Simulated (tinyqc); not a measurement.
Three bands against the two-band Dirac model at K: three-band tight binding of a dichalcogenide monolayer.

Basis dz2, dxy, dx2-y2 on a triangular lattice, nearest neighbours; alpha = kx a/2, beta = sqrt3 ky a/2. h0 = e1 + 2 t0 (cos 2alpha + 2 cos alpha cos beta); h1 = -2 sqrt3 t2 sin alpha sin beta + 2i t1 (sin 2alpha + sin alpha cos beta); h2 = 2 t2 (cos 2alpha - cos alpha cos beta) + 2i sqrt3 t1 cos alpha sin beta; h11 = e2 + 2 t11 cos 2alpha + (t11 + 3 t22) cos alpha cos beta; h22 = e2 + 2 t22 cos 2alpha + (3 t11 + t22) cos alpha cos beta; h12 = sqrt3 (t22 - t11) sin alpha sin beta + 4i t12 sin alpha (cos alpha - cos beta) + i lam sz. H = [[h0, h1, h2], [., h11, h12], [., ., h22]], Hermitian; the lowest band of each spin is filled. K = (4 pi/3a, 0), M = (pi/a, pi/(sqrt3 a)).

Constants: hbar^2/2m0 = 3.80998211 eV angstrom^2.

Values chosen for the exercise (near a published set for monolayer WSe2; not measured data): a = 3.322 angstrom (lattice constant); e1 = 0.946 eV (level of dz2); e2 = 2.166 eV (level of dxy and dx2-y2); t0 = -0.211 eV (hopping); t1 = 0.454 eV (hopping); t2 = 0.493 eV (hopping); t11 = 0.266 eV (hopping); t12 = 0.328 eV (hopping); t22 = 0.034 eV (hopping); lam = 0.232 eV (spin-orbit constant).

Masses from central differences along kx with step 0.002 1/angstrom, c = hbar^2/2m0; Berry curvature of the valence band from a counter-clockwise plaquette of side 0.001 1/angstrom, Omega = -arg(product of overlaps)/area. Two-band model: coupling A = (3 a/(2 sqrt2))(t1 + sqrt3 t2) between valence and conduction states, mass c G/A^2 for both, Omega_v = 2 A^2/G^2. sz = 0 drops the spin-orbit term.

At K:
```
sz  G (eV)  m_c (m0)  m_v (m0)  two-band mass  Omega_v (angstrom^2)  two-band Omega
1   1.3353     0.295     0.370          0.240                23.589          23.820
0   1.5673     0.355     0.482          0.281                17.118          17.290
-1  1.7993     0.419     0.623          0.323                12.985          13.119
```

A = 4.6084 eV angstrom

Without spin-orbit coupling the electron mass is 0.355 and the hole mass 0.482, against 0.281 for both in the two-band model: the third band and the curvature of the diagonal terms break the symmetry. The Berry curvature is -1.0 % from the two-band value. The smaller gap (sz = +1) has the larger curvature, by a factor 1.82.

Run: tinyqc, `OMP_NUM_THREADS=1 python tinyqc.py 1450227 1450228 out.jsonl`; Intel(R) Xeon(R) Processor @ 2.30GHz, one thread, shared host; about 0.01 s of CPU time with all checks.
